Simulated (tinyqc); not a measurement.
Heisenberg spin cluster by exact diagonalisation: multiplets, susceptibility, level crossings. Changing the field B. Computed by tinyqc, a small Python program. Command: `OMP_NUM_THREADS=1 python tinyqc.py 3028721 3028722 out.jsonl spincl sweep`. One thread of a shared host (Intel(R) Xeon(R) Processor @ 2.30GHz), about 0.02 s of CPU time with the checks.

H = J1 sum S_i.S_j over the bonds 1-2, 2-3, 3-4, 4-5, 5-6, 6-1 + J2 sum over 1-3, 2-4, 3-5, 4-6, 5-1, 6-2 - g mu_B B S_z; J > 0 is antiferromagnetic.

Inputs (values chosen for the exercise, for a model cluster):
```
quantity,value,unit
exchange J1,0.555,meV
exchange J2,0.51,meV
g factor,2.19,-
temperature T,3.2,K
```

Cluster: ring of six with second neighbours J2. Spin s of each site: 0.5.

Constants: k_B = 8.617333262e-05 eV/K; mu_B = 5.7883818060e-05 eV/T.

Method. Every multiplet has one member in the block S_z = 0; diagonalise it and read the total spin from <S^2> = S (S + 1). Each multiplet splits as E - g mu_B B m; <S_z> is the Boltzmann mean. The first level crossing is at the smallest (E_S - E_0)/(g mu_B (S - S_0)) over higher spins (0 if the ground state has the highest spin).

One run for each value:
```
field B (T),<S_z>,first crossing field (T)
0.28,0.047,4.181
0.47,0.079,4.181
0.80,0.134,4.181
1.40,0.235,4.181
2.30,0.388,4.181
4.00,0.673,4.181
6.80,1.117,4.181
11.00,1.838,4.181
20.00,2.924,4.181
33.00,3.000,4.181
```

Over the rows, <S_z> rises from 0.0468 to 3.00 (exponent d ln y / d ln x 1.0 between the first rows and 0.051 between the last). At small field <S_z> is linear in B; any level crossing is rounded over k_B T/(g mu_B) = 2.2 T.

Extremes, crossings and ranges named in words are read from the listed rows.
